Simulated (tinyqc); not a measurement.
# Strained alloy layer of InAs and AlAs on (001) InP, model-solid band line-up, step by step

tinyqc, about 0.01 s, one thread, Intel Xeon 2.30GHz (shared host): `OMP_NUM_THREADS=1 python tinyqc.py 2690164 2690165 out.jsonl` Printed values are rounded.

The layer is x parts of the first compound and 1 - x of the second, grown coherently on the third as substrate and barrier. Rows of the table: lattice constant a, average valence level Ea on an absolute scale, spin-orbit splitting so, gaps at Gamma, X and L, hydrostatic deformation potentials av and ac (Gamma), shear potential b, elastic constants, electron and heavy-hole (along z) masses. All are interpolated linearly in x; gaps get -C x (1 - x), taken wholly in the conduction band; real line-ups can differ from this model by 0.1 eV or more.

Values chosen for this exercise: fraction of the first compound in the layer x = 0.62; bowing of the Gamma gap CG = 0.7 eV; bowing of the X gap CX = 0 eV; bowing of the L gap CL = 0 eV.

## Relaxed alloy and strain

Binary compounds, values chosen for the exercise:
```
              close to InAs  close to AlAs  close to InP
a (angstrom)          6.058          5.661         5.869
Ea (eV)               -6.67          -7.49         -7.04
so (eV)               0.383          0.279          0.11
EG (eV)               0.358           2.98          1.33
EX (eV)                1.38           2.14          2.17
EL (eV)                1.08           2.34          1.93
av (eV)                   1           2.48          1.25
ac (eV)               -5.13          -5.56         -5.03
b (eV)                 -1.8           -1.5          -1.7
c11 (GPa)              82.3            124           101
c12 (GPa)              45.2           52.7          56.1
me (m0)              0.0227          0.149        0.0812
mh (m0)               0.332          0.468         0.534
```

In-plane strain e = (a_substrate - a)/a, e_z = -2 (c12/c11) e, volume change 2 e + e_z.

a = 5.90714 angstrom
Gamma gap = 1.18944 eV
X gap = 1.66880 eV
L gap = 1.55880 eV
e = -0.645659 %
e_z = 0.632200 %
volume change = -0.659119 %

The relaxed alloy has its lowest gap at Gamma (direct). The layer is under compressive in-plane strain.

## Band edges and offsets

In-plane strain e = (a_substrate - a)/a, e_z = -2 (c12/c11) e, volume change 2 e + e_z. With v = 2 e + e_z and d = 2 b (e_z - e): Eav = Ea + av v; E_hh = Eav + so/3 - d/2; E_lh = Eav - so/6 + d/4 + sqrt(so^2 + so d + 9 d^2/4)/2; E_c = Ea + so/3 + EG + ac v (Gamma). Substrate: E_v = Ea + so/3, E_c = E_v + EG. Well depths: dEc = E_c(substrate) - E_c, dEhh = E_hh - E_v(substrate), dElh likewise; strained Gamma gap E_c - max(E_hh, E_lh); positive values confine carriers in the layer.

d = -0.0430894 eV
E_hh = -6.85586 eV
E_lh = -6.89609 eV
E_c = -5.64278 eV
strained Gamma gap = 1.21308 eV
dEc = -0.0305565 eV
dEhh = 0.147473 eV
dElh = 0.107242 eV

The heavy-hole band lies on top, by 40.2 meV. At Gamma the line-up is type II, holes in the layer and electrons outside.

## Critical thickness

In-plane strain e = (a_substrate - a)/a. Matthews-Blakeslee for 60-degree dislocations in a single layer: hc = k (ln(hc/bv) + 1), k = bv (1 - nu/4)/(4 pi |e| (1 + nu)), nu = c12/(c11 + c12), bv = a/sqrt(2); the larger root.

nu = 0.328668
bv = 0.417698 nm
hc = 16.6660 nm

The layer, Lw = 11.1 nm, is thinner than hc, so it stays coherent by this criterion.
